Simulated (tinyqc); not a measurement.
Lossy interposer transmission line with skin effect: two steps of the calculation.

A uniform line in a homogeneous dielectric: c = sqrt(er)/(c0 Z0), l = Z0 sqrt(er)/c0 (c0 = 299792458 m/s), g = w c td, w = 2 pi f. The resistance joins its limits as r = sqrt(r_dc^2 + r_hf^2), with r_dc = rho/(wd th), r_hf = kr rho/(2 delta (wd + th)), delta = sqrt(rho/(pi f mu0)), mu0 = 4 pi 1e-7 H/m; this is an interpolation, and internal inductance, up to 0.05 nH/mm at low frequency, is neglected.

Parameters, values chosen for the exercise:
```
symbol  value  unit            meaning
len         4    mm             length
Rg         50   ohm  source resistance
RL        1e5   ohm    load resistance
CL          0    fF   load capacitance
f          15   GHz          frequency
```

Question 1. Propagation constant and impedance. gamma = sqrt((r + i w l)(g + i w c)) = alpha + i beta, Zc = sqrt((r + i w l)/(g + i w c)), roots with positive real part; loss 8.685889638 alpha in dB; phase velocity w/beta.

r = 4.9963026 ohm/mm
l = 0.31202064 nH/mm
c = 124.80826 pF/m
g = 0.058814505 S/m

Give: gamma len; Zc; loss; phase velocity over c0; r/(w l).

Answer 1.

gamma len = 0.2050+2.3605i
Zc = 50.189-4.107i ohm
loss = 0.44525 dB/mm
phase velocity over c0 = 0.53273
r/(w l) = 0.16990

Question 2. Reflection, input impedance and transfer. ZL = 1/(1/RL + i w CL); reflection (ZL - Zc)/(ZL + Zc); Zin = Zc (ZL + Zc tanh(gamma len))/(Zc + ZL tanh(gamma len)); H = V_load/V_source = [Zin/(Zin + Rg)]/[cosh(gamma len) + (Zc/ZL) sinh(gamma len)].

gamma len = 0.2050430+2.3605030i
Zc = 50.188920-4.106888i ohm

Find: ZL; reflection at the load; Zin; H; |H|.

Answer 2.

ZL = (1.0000+0.0000i) x 1e5 ohm
reflection at the load = 0.99900+0.00008i
Zin = 23.511+44.980i ohm
H = -0.58884-0.53592i
|H| = -1.9795 dB

tinyqc, about 0.01 s, one thread, Intel Xeon 2.30GHz (shared host): `OMP_NUM_THREADS=1 python tinyqc.py 2810181 2810182 out.jsonl`
